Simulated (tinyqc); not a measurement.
# Worked calculation: charge-trap memory cell

Computed by the program tinyqc: `OMP_NUM_THREADS=1 python tinyqc.py 2130108 2130109 out.jsonl`, one thread of a shared Intel Xeon 2.30GHz, about 0.1 s for the whole run. Printed values are rounded.

Channel, tunnel oxide, storage layer, blocking layer, gate. N electrons per area sit in a sheet at the centroid and shift the threshold by U = (q/eps0) N (tb/eb + xc tn/en). EOT = t1 + 3.9 (tn/en + tb/eb); tunnel field F = (Vg - U)/EOT; dN/dt = eta (J/q)(1 - N/Nm). Fowler-Nordheim: J = A F^2 exp(-B/F), A = q^2/(16 pi^2 hbar mo phi) (times 1e14 for A/cm^2 with F in V/nm, emitter mass m0), B = (4/3) sqrt(mo/C) phi^1.5, C = hbar^2/(2 m0).

Values chosen for this exercise; oxide values close to those of silicon dioxide, storage layer close to silicon nitride, blocking layer close to silicon dioxide: tunnel barrier phi = 3.11 eV; tunnelling mass mo = 0.47 m0; tunnel oxide (permittivity 3.9) t1 = 5.2 nm; storage layer tn = 5.8 nm; its relative permittivity en = 7.3; blocking layer tb = 8 nm; its relative permittivity eb = 3.9; charge centroid, share of tn counted from the blocking side xc = 0.46; capture efficiency of an empty layer eta = 0.82; trap density Nm = 9.7e12 cm^-2; storage temperature T = 358 K; shallowest trap depth E1 = 1.02 eV; deepest trap depth E2 = 1.51 eV; attempt frequency nu = 1e13 1/s; gate voltage less flat band and surface potential Vg = 19.5 V; first time step d0 = 5.3e-7 s; growth of the step gr = 1.6; steps n = 11.

Constants: q = 1.602176634e-19 C, kB = 1.380649e-23 J/K, hbar = 1.054571817e-34 J s, m0 = 9.1093837015e-31 kg, Vt = kB T/q, eps0 = 8.8541878128e-14 F/cm where lengths are in cm, hbar^2/(2 m0) = 0.0380998212 eV nm^2. Results are converted to the units shown.

Range of the model: The Fowler-Nordheim form needs F t1 above phi; trap-assisted paths and leakage through the blocking layer are left out.

## Constants of the stack

EOT, the shift for 1e12 electrons per cm^2, the shift with all traps full, and the starting field, current and rate.

EOT = 16.2986 nm
shift for 1e12 cm^-2 = 0.437316 V
shift with all traps full = 4.24197 V
F(0) = 1.19642 V/nm
J(0) = 0.0717097 A/cm^2
dN/dt at the start = 3.67013e17 cm^-2 s^-1

## Midpoint steps of growing length

N(half) = N + (d/2) r(N), N(new) = N + d r(N(half)), r = dN/dt; the step starts at d0 and is multiplied by gr each time. Field in the blocking layer (3.9 F + q N/eps0)/eb.

```
step	t (s)	N (cm^-2)	U (V)	F (V/nm)	blocking field (V/nm)
0	0	0	0.00000	1.19642	1.19642
1	5.3e-7	1.82938e11	0.08000	1.19151	1.20000
2	1.378e-6	4.36702e11	0.19098	1.18470	1.20496
3	2.73480e-6	7.70440e11	0.33693	1.17575	1.21149
4	4.90568e-6	1.18411e12	0.51783	1.16465	1.21959
5	8.37909e-6	1.66755e12	0.72925	1.15168	1.22905
6	1.39365e-5	2.20376e12	0.96374	1.13729	1.23954
7	2.28285e-5	2.77393e12	1.21308	1.12199	1.25070
8	3.70555e-5	3.36117e12	1.46989	1.10623	1.26219
9	5.98189e-5	3.95213e12	1.72833	1.09038	1.27375
10	9.62402e-5	4.53698e12	1.98409	1.07469	1.28519
11	1.54514e-4	5.10872e12	2.23412	1.05935	1.29638
```

A converged integration gives U = 2.275 V at the last time; the steps are 1.8 % below that. The tunnel field falls by 11.5 % while the blocking field rises by 8.35 %.

## Retention after ten years

Retention: filled traps are spread evenly in depth from E1 to E2, and each empties at the rate nu exp(-E/kB T). The share left is the mean of exp(-nu t exp(-E/kB T)) = [kB T/(E2 - E1)] [E1x(nu t exp(-E2/kB T)) - E1x(nu t exp(-E1/kB T))], E1x the exponential integral; traps shallower than about Ed = kB T ln(nu t) are empty. t = 3.15576e8 s.

Ed = 1.52719 eV
share left = 0.00440271
loss a decade while Ed lies between E1 and E2, kB T ln 10/(E2 - E1) = 0.144969

Ed lies beyond E2, so the layer is nearly empty.
